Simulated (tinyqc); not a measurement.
Yield over energy: physical sputtering: collision-cascade yield, angular dependence, faceting and resputtering in deposition. Computed by tinyqc, a small Python program. Command: `OMP_NUM_THREADS=1 python tinyqc.py 3024708 3024709 out.jsonl sputter walk`. One thread of a shared host (Intel(R) Xeon(R) Processor @ 2.30GHz), about 0.01 s of CPU time with the checks.

Ions start collision cascades; atoms that reach the surface with more than U leave. The target is amorphous or fine-grained.

Inputs (values chosen for the exercise, modelled on krypton ions on copper):
```
quantity                  value     unit
ion Z1                       36        -
ion mass M1                83.8        u
target Z2                    29        -
target mass M2            63.55        u
surface binding energy U   3.49       eV
target density N           84.9   1/nm^3
fit factor Q                1.1        -
ion energy E                290       eV
current density J          0.32  mA/cm^2
```

Constants: e = 1.602176634e-19 C.

Method. gamma = 4 M1 M2/(M1 + M2)^2; threshold E_th = 6.7 U/gamma for M1 >= M2, else U (1 + 5.7 M1/M2)/gamma. eps = 0.03255 M2 E/(Z1 Z2 (M1 + M2) z), z = (Z1^(2/3) + Z2^(2/3))^(1/2), E in eV; s_n = 3.441 sqrt(eps) ln(eps + 2.718)/(1 + 6.355 sqrt(eps) + eps (6.882 sqrt(eps) - 1.708)); S_n = 84.78 Z1 Z2 M1 s_n/((M1 + M2) z) in eV angstrom^2; alpha = 0.249 (M2/M1)^0.56 + 0.0035 (M2/M1)^1.5 for M1 <= M2, else 0.0875 (M2/M1)^(-0.15) + 0.165 M2/M1; Y0 = 0.042 Q alpha S_n/U [1 - sqrt(E_th/E)]^2.5 (the electronic-loss factor of the full formula is dropped). Erosion rate = Y0 J/(e N); 1 cm^2 = 1e14 nm^2.

threshold E_th = 23.8331 eV

Normal incidence:
```
E (eV)         eps  S_n (eV angstrom^2)      Y0  Y0 per keV
50      1.4907e-04                435.2   0.066      1.3294
100     2.9814e-04                597.8   0.321      3.2083
200     5.9628e-04                812.5   0.807      4.0367
300     8.9442e-04                966.4   1.210      4.0320
500     1.4907e-03               1193.2   1.846      3.6920
1000    2.9814e-03               1562.9   2.943      2.9432
2000    5.9628e-03               2002.9   4.296      2.1482
5000    1.4907e-02               2673.9   6.404      1.2807
10000   2.9814e-02               3219.7   8.136      0.8136
30000   8.9442e-02               4043.8  10.782      0.3594
100000  2.9814e-01               4556.1  12.550      0.1255
```

The yield per keV peaks at 200 eV among these rows, 8 times the threshold, the most economical range for removing atoms. Y0 varies as E^2.27 between the first rows and as E^0.13 at the end, where nuclear stopping is flattening. Caution: the electronic-loss factor, dropped here, would lower the yields at the highest energies slightly.

Extremes, crossings and ranges named in words are read from the listed rows.
